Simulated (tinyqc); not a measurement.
Junction parameters from two forward currents.

Inverse problem. D(v) = J1 (exp(v/Vt) - 1) + J2 (exp(v/(2 Vt)) - 1). Find J1, J2 and the voltage 2 Vt ln(J2/J1) near which both parts are equal.

Parameters, values chosen for the exercise:
```
symbol,value,unit,meaning
T,398,K,temperature
```

Constants: q = 1.602176634e-19 C, kB = 1.380649e-23 J/K, Vt = kB T/q. Results are converted to the units shown.

junction voltages (V): [0.34, 0.71]
currents (uA/um): [1.8459301e-6, 9.5459676e-4]

Answer. The current is linear in J1 and J2, so two points give two equations.

J1 = 5.60e-13 uA/um
J2 = 1.30e-8 uA/um
crossover = 0.690 V

tinyqc, about 0.2 s, one thread, Intel Xeon 2.30GHz (shared host): `OMP_NUM_THREADS=1 python tinyqc.py 2182110 2182111 out.jsonl`
